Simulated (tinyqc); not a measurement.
Energy against coordination: Gupta-type many-body potential for a metal. Computed by tinyqc, a small Python program. Command: `OMP_NUM_THREADS=1 python tinyqc.py 3021801 3021802 out.jsonl gupta walk`. One thread of a shared host (Intel(R) Xeon(R) Processor @ 2.30GHz), about 0.02 s of CPU time with the checks.

E_i = sum_j A exp(-p (r_ij/r0 - 1)) - xi rho_i^gamma, with rho_i = sum_j exp(-2 q (r_ij/r0 - 1)); gamma = 1/2 is the tight-binding second-moment form. The crystal is fcc unless stated; d is the neighbour distance and a fixed number of shells is kept.

Inputs (values chosen for the exercise, for a model metal):
```
quantity                  value      unit
repulsion A               0.101        eV
hopping xi                 1.17        eV
decay p                    9.54         -
decay q                    3.63         -
reference distance r0     3.501  angstrom
embedding exponent gamma   0.45         -
```

Method. Nearest neighbours only, z equal bonds relaxed to their best length: r/r0 = 1 + ln[A p z^(1 - gamma)/(2 q gamma xi)]/(p - 2 q gamma), E = z A exp(-p (r/r0 - 1)) - xi [z exp(-2 q (r/r0 - 1))]^gamma.

Relaxed bonds:
```
z   r (angstrom)  E per atom (eV)  E/z (eV)
1         2.7319          -1.5769   -1.5769
2         2.9447          -1.7662   -0.8831
3         3.0691          -1.8873   -0.6291
4         3.1575          -1.9782   -0.4945
6         3.2819          -2.1138   -0.3523
8         3.3702          -2.2157   -0.2770
9         3.4064          -2.2588   -0.2510
12        3.4947          -2.3676   -0.1973
```

Bonds lengthen from 2.732 to 3.495 angstrom between z = 1 and 12, and |E| grows as z^0.164, the exponent gamma (p - 2q)/(p - 2 q gamma) = 0.164; pair bonds would give z^1 at a fixed length.

Extremes, crossings and ranges named in words are read from the listed rows.
